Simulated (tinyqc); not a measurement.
Van der Pauw, Hall and four-point-probe measurements on a doped layer: correction factor against the shape of the sample.

A uniform p-type layer with sheet resistance Rs = 1/(q ns mu), point contacts, low field (mu B small).

Rs = 1/(q ns mu). For a rectangle with contacts at the corners, RA = (8 Rs/pi) sum_(k>=0) ln coth((2k + 1) pi a/(2 b)) with current along a short side b and voltage along the opposite one, RB the same with a and b exchanged. ar = a/b. F = Rs/[(pi/ln 2)(RA + RB)/2]; small-asymmetry estimate 1 - (ln 2/2) d^2 - ((ln 2)^2/4 - (ln 2)^3/12) d^4 with d = (RB - RA)/(RB + RA).

Parameters, values chosen for the exercise:
- ns = 5.2e12 cm^-2 (sheet density of the layer)
- mu = 28 cm^2/(V s) (drift mobility)

Constants: q = 1.602176634e-19 C. Results are converted to the units shown.

Result of one run:
```
ar	RA (ohm)	RB (ohm)	RB/RA	F	estimate of F
2.37	127.5	6.383e4	500.6	0.2958	0.5653
```

What becomes of these results when the side ratio a/b of a rectangular sample with corner contacts ar is changed from 2.37 to 3.4, all else the same?

Result of the changed run:
```
ar	RA (ohm)	RB (ohm)	RB/RA	F	estimate of F
3.4	5.014	1.079e5	2.152e4	0.1753	0.5612
```

The whole series:
```
ar	RA (ohm)	RB (ohm)	RB/RA	F	estimate of F
1	9458	9458	1.000	1.000	1.000
1.34	3243	2.120e4	6.536	0.7740	0.7861
1.69	1080	3.515e4	32.55	0.5221	0.6213
2.03	371.0	4.937e4	133.1	0.3803	0.5767
2.37	127.5	6.383e4	500.6	0.2958	0.5653
2.71	43.82	7.836e4	1788	0.2413	0.5623
3.06	14.59	9.335e4	6397	0.2026	0.5614
3.4	5.014	1.079e5	2.152e4	0.1753	0.5612
```

RB/RA rises from 1.00 to 21500 and F falls from 1.00 to 0.175. The estimate is 19 % above F at a/b = 1.69 and 3.20 times it in the last row. RA shrinks about as exp(-pi a/b): by a factor of 2.91 between the last two rows, against 2.91.

tinyqc, about 0.01 s, one thread, Intel Xeon 2.30GHz (shared host): `OMP_NUM_THREADS=1 python tinyqc.py 2850182 2850183 out.jsonl`
